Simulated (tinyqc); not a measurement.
Comparisons within one model: band gaps under pressure and temperature from deformation potentials. A value that a table varies takes the place of the one given here.

Murnaghan: V/V0 = (1 + Bp P/B0)^(-1/Bp), B0 = (C11 + 2 C12)/3. Each gap moves by a ln(V/V0) with its volume potential a, and falls with temperature by aV T^2/(T + bV) (Varshni); the two effects are added. No change of phase is considered.

Constants: hc = 1239.841984 eV nm.

Values chosen for the exercise (near those of GaSb, the X and L potentials typical of such crystals; not measured data): Eg = 0.815 eV (gap at Gamma to the s-like level at 0 K, 0 GPa); EgX = 1.157 eV (gap to X at 0 K, 0 GPa); EgL = 0.882 eV (gap to L at 0 K, 0 GPa); C11 = 87 GPa; C12 = 40.7 GPa; Bp = 4.03 (pressure derivative of the bulk modulus); aG = -8.28 eV (volume potential of the Gamma gap); aX = 1.54 eV (volume potential of the X gap); aL = -3.89 eV (volume potential of the L gap); aV = (0.425, 0.484, 0.587) meV/K (Varshni alpha of Gamma, X, L); bV = (148, 93, 131) K (Varshni beta of Gamma, X, L); T = 300 K (temperature); P = 4.4 GPa (pressure).

## Gaps against pressure

The last column is the linear form E0 + c1 P for Gamma, c1 = -aG/B0.

Gaps (eV):
```
P (GPa)  ln(V/V0)  Gamma      X      L  lowest  Gamma, linear
0.00       0.0000  0.730  1.046  0.759   Gamma          0.730
1.50      -0.0254  0.940  1.007  0.858       L          0.951
3.00      -0.0484  1.130  0.972  0.948       L          1.172
4.50      -0.0695  1.305  0.939  1.030       X          1.393
6.00      -0.0889  1.466  0.909  1.105       X          1.615
7.50      -0.1069  1.615  0.882  1.175       X          1.836
9.00      -0.1237  1.754  0.856  1.241       X          2.057
10.50     -0.1394  1.884  0.831  1.302       X          2.278
12.00     -0.1542  2.006  0.809  1.359       X          2.500
```

How do the results move?

Over 12 GPa Gamma moves by +1.277, L by +0.600 and X by -0.237 eV. The lowest valley changes: Gamma to L between 0.00 and 1.50 GPa, L to X between 3.00 and 4.50 GPa, and the fundamental gap peaks at 0.948 eV on these points. The linear form overshoots by 493 meV at the end, because the crystal stiffens; the gap is linear in ln V, not in P. Rows above about 7 GPa lie beyond the phase change of the real crystal.

## Gaps against temperature

At the pressure P; wavelength hc/E of the lowest gap.

Gaps (eV):
```
T (K)   Gamma       X       L  lowest  wavelength (nm)
0      1.3790  1.0521  1.1470       X           1178.4
50     1.3736  1.0436  1.1389       X           1188.0
100    1.3619  1.0270  1.1216       X           1207.2
200    1.3302  0.9860  1.0760       X           1257.4
300    1.2936  0.9413  1.0244       X           1317.2
400    1.2549  0.8950  0.9701       X           1385.3
500    1.2150  0.8481  0.9144       X           1462.0
600    1.1745  0.8007  0.8579       X           1548.5
```

How do the results move?

From 0 to 100 K the Gamma gap falls by 17.1 meV, from 500 to 600 K by 40.6 meV: quadratic below bV, linear with a slope tending to aV = 0.425 meV/K above. X stays lowest. A pressure of 0.58 GPa, with the slope -aG/B0 at zero pressure, would undo the fall of the Gamma gap from 0 to 300 K.

## What each parameter does

Gaps at P and T. Each row changes one parameter from the base and keeps the others.

Results:
```
case             Gamma (eV)  X (eV)  L (eV)
base                 1.2936  0.9413  1.0244
T = 350 K            1.2745  0.9183  0.9975
C11 = 78.3 GPa       1.3203  0.9363  1.0369
C12 = 44.77 GPa      1.2708  0.9455  1.0137
Bp = 4.433           1.2867  0.9426  1.0211
aG = -7.452 eV       1.2372  0.9413  1.0244
aX = 1.386 eV        1.2936  0.9517  1.0244
aL = -3.501 eV       1.2936  0.9413  0.9979
P = 3.96 GPa         1.2437  0.9505  1.0009
```

How do the results move?

The largest shifts from the base row, up to three for each result and ties (the steps differ in size, so this ranks the rows, not the parameters). Gamma (eV): aG -0.0564, P -0.0499, C11 +0.0267; unchanged at the printed digits by aX and aL. X (eV): T -0.0230, aX +0.0105, P +0.0093; unchanged at the printed digits by aG and aL. L (eV): T -0.0269, aL -0.0265, P -0.0235; unchanged at the printed digits by aG and aX.

Computed by tinyqc, a small Python program: `OMP_NUM_THREADS=1 python tinyqc.py 1081372 1081373 out.jsonl` (the numbers bound the seed that draws the inputs); one thread of a shared host (Intel(R) Xeon(R) Processor @ 2.30GHz), about 0.01 s for the whole set of steps.
